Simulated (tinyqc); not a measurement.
Equilibrium crystal shape, supported particles, Gibbs-Thomson effect and coarsening: one step, computed by the program tinyqc.

A cubic crystal bounded by {100}, {110} and {111} facets only.

Task: The Wulff shape. Wulff construction: the facet planes lie at distances lambda gamma from the centre, and the shape is the region inside all of them; V = (1/3) sum of area x distance. gamma_mean = sum A gamma / sum A; shape factor eta = A/V^(2/3) (4.836 for a sphere). lambda follows from V = N Omega.

Inputs (values chosen for the exercise, modelled on silver): atoms in the particle N = 2700.

gamma (J/m^2): (100) 1.090, (110) 1.110, (111) 0.982

Omega = 17.05 angstrom^3

Constants: e = 1.602176634e-19 C.

Give: area fractions; gamma_mean; shape factor eta; distances of the planes from the centre; surface energy per atom.

Result:

area fractions: {100} 0.2525, {110} 0.1687, {111} 0.5788

gamma_mean = 1.031 J/m^2

shape factor eta = 5.147

distances of the planes from the centre (nm): {100} 2.209, {110} 2.249, {111} 1.990

surface energy per atom = 0.1575 eV

Present: {100}, {110}, {111}. Caution: below a few thousand atoms edges and corners add to the energy and facets hold few atoms.
